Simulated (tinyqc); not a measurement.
Worked calculation: tight binding, dimerised chain. One step of it, computed by the program tinyqc.

Problem. Bloch Hamiltonian at k. H_AA = +delta, H_BB = -delta, H_AB = -t1 - t2 exp(-i k a).

Parameters chosen for this model:
```
parameter     value                      unit
t1         1.410000       eV, inside the cell
t2         0.370000         eV, between cells
delta             0  eV, +/- on the two sites
```

k point k (2 pi / a): 0.030000

Give: H(k) at k.

Solution.

H(k) at k (eV):
```
                 A                B
A           0.0000  -1.7734+0.0693i
B  -1.7734-0.0693i           0.0000
```
